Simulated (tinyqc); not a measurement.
What the s* orbital does: sp3s* tight binding with spin-orbit coupling.

sp3s* tight binding, nearest neighbours only: anion (a) at 0, cation (c) at a/4 (1,1,1), orbitals s, px, py, pz, s* on each; k in units of 2 pi/a. With phases e_j = exp(i (pi/2) k.n_j) for n = (1,1,1), (1,-1,-1), (-1,1,-1), (-1,-1,1): g0 = (e1+e2+e3+e4)/4, g1 = (e1+e2-e3-e4)/4, g2 = (e1-e2+e3-e4)/4, g3 = (e1-e2-e3+e4)/4. The diagonal holds the levels Esa, Epa, Exa (s*) and Esc, Epc, Exc. Anion-cation block: <sa|sc> = Vss g0; <sa|xc> = Vsapc g1; <xa|sc> = -Vscpa g1; <xa|xc> = Vxx g0; <xa|yc> = <ya|xc> = Vxy g3, <xa|zc> = <za|xc> = Vxy g2, <ya|zc> = <za|yc> = Vxy g1; <s*a|xc> = Vxapc g1; <xa|s*c> = -Vpaxc g1; y and z take g2 and g3 in place of g1; s-s* and s*-s* vanish.

Spin-orbit coupling acts within the p shell of each atom as (D/3) L.sigma, D = Da or Dc: it puts four states at Ep + D/3 and two at Ep - 2D/3.

Inputs chosen for the exercise (near a published set for InP, fitted to gaps, whose masses and valley positions are rough; spin-orbit coupling, where it is added without a refit, lifts the valence top and shrinks all gaps by about a third of the splitting; not measured data):
- Esa = -8.54 eV (s level of the anion)
- Epa = 0.873 eV (p level of the anion)
- Esc = -1.487 eV (s level of the cation)
- Epc = 4.054 eV (p level of the cation)
- Exa = 8.248 eV (s* level of the anion)
- Exc = 7.08 eV (s* level of the cation)
- Vss = -5.377 eV (s-s)
- Vxx = 1.876 eV (px-px)
- Vxy = 4.23 eV (px-py)
- Vsapc = 2.23 eV (s anion, p cation)
- Vscpa = 5.597 eV (s cation, p anion)
- Vxapc = 3.465 eV (s* anion, p cation)
- Vpaxc = 4.49 eV (p anion, s* cation)
- Da = 0.068 eV (atomic spin-orbit splitting, anion)
- Dc = 0.406 eV (the same, cation)

The s* couplings Vxapc and Vpaxc are scaled by f; f = 0 is the plain sp3 model. Gaps from the top of the valence band at Gamma; the Delta value is the minimum on (x,0,0), 0.5 <= x <= 1.

Gaps (eV):
```
f,Gamma,Delta,L,x of the minimum
0.00,1.3706,3.6353,2.7687,0.500
0.25,1.3706,3.5621,2.6929,0.500
0.50,1.3706,3.3628,2.4850,0.500
0.75,1.3706,3.0818,2.1888,0.500
0.90,1.3706,2.6834,1.9864,1.000
1.00,1.3706,2.3916,1.8456,1.000
1.10,1.3706,2.0930,1.7018,1.000
```

The gap at Gamma stays, since g1 to g3 vanish there. From f = 0 to 1 the s* levels lower the Delta value by 1.244 eV and L by 0.923 eV. For f = 0, 0.25, 0.5 and 0.75 the least value lies at x = 0.5, the end of the range: any valley further out lies above that value until s* has lowered it enough. The lowest of the three is Gamma at both f = 0 and f = 1.

(tinyqc, `OMP_NUM_THREADS=1 python tinyqc.py 1450452 1450453 out.jsonl`, Intel(R) Xeon(R) Processor @ 2.30GHz, 1 thread, shared host, about 0.2 s.)
